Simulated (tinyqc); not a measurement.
Inputs raised by 2 %, one at a time: single-band model of a thermoelectric material. Computed by tinyqc, a small Python program. Command: `OMP_NUM_THREADS=1 python tinyqc.py 3018208 3018209 out.jsonl thermo sens`. One thread of a shared host (Intel(R) Xeon(R) Processor @ 2.30GHz), about 0.03 s of CPU time with the checks.

One spherical band, one scattering law, no minority carriers and no phonon drag. In a real material minority carriers limit |S| to about E_g/(2 e T), so larger values are formal. eta = E_F/(k_B T) is counted from the band edge; f = 1/(1 + exp(x - eta)).

Inputs (values chosen for the exercise, modelled on n-type Mg3Sb2):
```
quantity                                value        unit
density-of-states mass m                    1         m_0
mobility parameter mu_300                 250  cm^2/(V s)
temperature exponent p                    1.5           -
lattice thermal conductivity kappa_L     0.85     W/(m K)
carrier density n                     1.6e+20      1/cm^3
temperature T                             670           K
```

Band: parabolic. Scattering: acoustic phonons, r = -0.5.

Constants: m_0 = 9.1093837015e-31 kg; k_B = 1.380649e-23 J/K; hbar = 1.054571817e-34 J s; k_B = 8.617333262e-05 eV/K; e = 1.602176634e-19 C.

Method:
- With x = E/(k_B T), a = alpha k_B T (0 for a parabolic band), G = x (1 + a x), D = 1 + 2 a x and <y> = int y f (1 - f) dx, f = 1/(1 + exp(x - eta)): tau = tau_0 G^r/D; transport function s = G^(3/2 + r)/D^2; n = N_0 <G^(3/2)> with N_0 = (2 m k_B T)^(3/2)/(3 pi^2 hbar^3).
- Integrals over x = E/(k_B T) use 160 Gauss-Legendre points in u = sqrt(x) from 0 to sqrt(max(eta, 0) + 32).
- Solve for eta.
- sigma = e mu_0 N_0 <s> with mu_0 = e tau_0/m = mu_300 (T/300 K)^(-p); |S| = (k_B/e)(<x s>/<s> - eta); Lorenz number L = (k_B/e)^2 (<x^2 s>/<s> - (<x s>/<s>)^2); kappa_e = L sigma T; zT = S^2 sigma T/(kappa_L + kappa_e).
- Hall factor r_H = <G^(3/2)> <G^(3/2 + 2r)/D^4>/<s>^2; drift mobility sigma/(n e) with n = N_0 <G^(3/2)>; power factor S^2 sigma.

Runs:
```
input moved                                        from         to  conductivity sigma (S/cm)      zT  power factor (microwatt/(cm K^2))  Lorenz number L (1e-8 V^2/K^2)
base run                                              -          -                       1169  0.6647                              22.12                           1.763
density-of-states mass m (m_0)                        1       1.02                       1174  0.6871                              22.89                           1.756
mobility parameter mu_300 (cm^2/(V s))              250        255                       1192  0.6697                              22.57                           1.763
lattice thermal conductivity kappa_L (W/(m K))     0.85      0.867                       1169  0.6597                              22.12                           1.763
carrier density n (1/cm^3)                      1.6e+20  1.632e+20                       1188  0.6549                              22.06                           1.767
temperature T (K)                                   670      683.4                       1140  0.6845                              22.22                           1.756
temperature exponent p                              1.5       1.53                       1141  0.6586                              21.60                           1.763
```

Exponents ln(y'/y) / ln(x'/x):
```
input                                 conductivity sigma      zT  power factor  Lorenz number L
density-of-states mass m                           0.244   1.674         1.711           -0.183
mobility parameter mu_300                          1.000   0.379         1.000            0.000
lattice thermal conductivity kappa_L               0.000  -0.384         0.000            0.000
carrier density n                                  0.835  -0.745        -0.150            0.123
temperature T                                     -1.256   1.483         0.211           -0.183
temperature exponent p                            -1.217  -0.467        -1.217            0.000
```

Among the inputs moved here: conductivity sigma answers most in size to temperature T (exponent -1.256), next to temperature exponent p (-1.217); its exponent is below 0.0005 for lattice thermal conductivity kappa_L. Its exponent +1.000 in mobility parameter mu_300: sigma is proportional to tau_0. zT answers most in size to density-of-states mass m (exponent +1.674), next to temperature T (+1.483). Power factor answers most in size to density-of-states mass m (exponent +1.711), next to temperature exponent p (-1.217); its exponent is below 0.0005 for lattice thermal conductivity kappa_L. Lorenz number L answers most in size to density-of-states mass m (exponent -0.183), and about equally to temperature T (-0.183); its exponent is below 0.0005 for mobility parameter mu_300, lattice thermal conductivity kappa_L, temperature exponent p.
